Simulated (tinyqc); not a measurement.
## Ground and coupling capacitance from two measurements

Problem. A line has Cg to the planes and Cc to each of two neighbours. Find Cg, Cc, the load when both neighbours switch in antiphase, and the pulse on the line when it floats and both neighbours swing by Vx.

Parameters, values chosen for the exercise: swing Vx = 0.8 V.

capacitance with neighbours driven alike and with neighbours grounded (aF/um): 110  154

Solution. Driven alike, Cc carries no charge, which leaves Cg; grounded neighbours give Cg + 2 Cc, antiphase Cg + 4 Cc; a floating line divides the swing as 2 Cc/(Cg + 2 Cc).

Cg = 110 aF/um
Cc = 22.0 aF/um
load in antiphase = 198 aF/um
pulse = 0.229 V

tinyqc, about 1 s, one thread, Intel Xeon 2.30GHz (shared host): `OMP_NUM_THREADS=1 python tinyqc.py 2790104 2790105 out.jsonl`
